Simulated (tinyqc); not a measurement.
## Trap density from one capacitance

Question. Traps spread evenly through the insulator exchange electrons with the semiconductor by tunnelling, with tau(x) = t0 exp(2 ka x) at depth x from the interface. The admittance per area Y seen at depth x obeys dY/dx = -Y^2/(i w eps0 eox) + q Nb ln(1 + i w tau)/tau, with Y(0) = i w Cs and w = 2 pi f; the gate sees Y(tox) = G + i w C. Working variable y = Y/(i w), in uF/cm^2. Cox = eps0 eox/tox. Find Nb and G/w.

Parameters, values chosen for the exercise: relative permittivity of the insulator eox = 8.67; insulator thickness tox = 12 nm; semiconductor capacitance in accumulation Cs = 3.5 uF/cm^2; decay constant of the wave function in the insulator ka = 6.5 1/nm; time constant of a trap at the interface t0 = 4e-11 s; frequency f = 100 Hz.

Constants: q = 1.602176634e-19 C, eps0 = 8.8541878128e-14 F/cm where lengths are in cm. Results are converted to the units shown.

C = 0.54724139 uF/cm^2

Answer. C rises steadily with Nb, so one density matches; in practice ka and t0 must come from the frequency dependence.

Nb = 6.800e18 cm^-3 eV^-1
G/w = 7.982e-4 uF/cm^2

Program tinyqc, `OMP_NUM_THREADS=1 python tinyqc.py 2202155 2202156 out.jsonl`; Intel Xeon 2.30GHz, shared host, one thread, about 0.6 s.
